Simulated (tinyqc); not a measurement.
Solubility, supersaturation, precipitation and gettering of an impurity in a silicon-like host: one step, computed by the program tinyqc.

The wafer was saturated at T1 and is then held at T.

Task: Solubility, diffusivity, supersaturation. C_eq(T) = N0 exp(S/k_B - H/(k_B T)); D(T) = D0 exp(-Q/(k_B T)); C0 = C_eq(T1). Supersaturation s = C0/C_eq(T); critical radius r* = 2 gamma/(C_p k_B T ln s); barrier W* = (4 pi/3) gamma r*^2. Strain energy is left out.

Inputs (values chosen for the exercise, modelled on nickel in silicon): site density N0 = 5e+22 1/cm^3; enthalpy of solution H = 1.71 eV; entropy of solution S = 3.2 k_B; diffusion prefactor D0 = 0.002 cm^2/s; migration energy Q = 0.479 eV; temperature of saturation T1 = 1350 K; anneal temperature T = 1056 K; impurity density in the precipitate C_p = 6.1e+22 1/cm^3; interface energy gamma = 0.51 J/m^2.

Constants: k_B = 8.617333262e-05 eV/K; k_B = 1.380649e-23 J/K.

Give: C0; C_eq(T); D(T); supersaturation s; critical radius r*; W*/(k_B T).

Result:

C0 = 5.0698e+17 1/cm^3

C_eq(T) = 8.4666e+15 1/cm^3

D(T) = 1.0351e-05 cm^2/s

supersaturation s = 59.880

critical radius r* = 0.28025 nm

W*/(k_B T) = 11.508

Caution: the barrier to homogeneous nucleation is below 35 k_B T for these inputs, so new precipitates would form and outnumber the fixed sinks assumed here. Caution: a critical radius of atomic size is outside the capillary model.
